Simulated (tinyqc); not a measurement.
From results back to parameters: recursion (Haydock) method for the local density of states: surface site of a square lattice. Four cases, with inputs chosen for the exercise.

Problem. A local density has moments mu1 = a0, mu2 = a0^2 + b1^2 and, for a1 = a2 = 0, mu4 = a0^4 + 3 a0^2 b1^2 + b1^4 + b1^2 b2^2; b1^2 = (number of neighbours) t^2. The moments come from a hidden site.

Case 1.

Values chosen: t = 1.12 eV (hopping).

mu1, mu2, mu4 (eV^n): 0.00000  3.76320  31.47039

Case 2.

Values chosen: t = 1.06 eV (hopping).

mu1, mu2, mu4 (eV^n): 0.00000  3.37080  25.24954

Case 3.

Values chosen: t = 1.33 eV (hopping).

mu1, mu2, mu4 (eV^n): 0.00000  5.30670  62.58014

Case 4.

Values chosen: t = 1.28 eV (hopping).

mu1, mu2, mu4 (eV^n): 0.00000  4.91520  53.68709

Find: a0, b1, b2; neighbours.

Solution. Take the moments in turn: mu1 gives a0, mu2 gives b1, mu4 gives b2.

Case 1.

a0, b1, b2 (eV): 0.000  1.940  2.145

neighbours = 3

Case 2.

a0, b1, b2 (eV): 0.000  1.836  2.030

neighbours = 3

Case 3.

a0, b1, b2 (eV): 0.000  2.304  2.547

neighbours = 3

Case 4.

a0, b1, b2 (eV): 0.000  2.217  2.451

neighbours = 3

Computed by tinyqc, one run a case: `OMP_NUM_THREADS=1 python tinyqc.py N N+1 out.jsonl` with N = 1450977, 1451068, 1451134, 1451789; one thread of a shared Intel(R) Xeon(R) Processor @ 2.30GHz, about 0.01 s a run at most.
